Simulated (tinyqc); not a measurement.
Gate sheet resistance from two finger widths.

Question. At low frequency R = Rsh Wf/(3 L) + B/Wf, where B collects the channel and vertical terms. Find Rsh, B and the width of lowest R.

Parameters, values chosen for the exercise: channel length L = 1.8 um.

input resistance of single fingers, contacted at one end, of width 0.72 and 5 um (ohm): 252.13333  50.814815

Solution. R Wf is a straight line in Wf^2; the minimum of R lies where both terms are equal.

Rsh = 16.00 ohm/square
B = 180.0 ohm um
width of lowest R = 7.794 um

Program tinyqc, `OMP_NUM_THREADS=1 python tinyqc.py 2262145 2262146 out.jsonl`; Intel Xeon 2.30GHz, shared host, one thread, about 0.01 s.
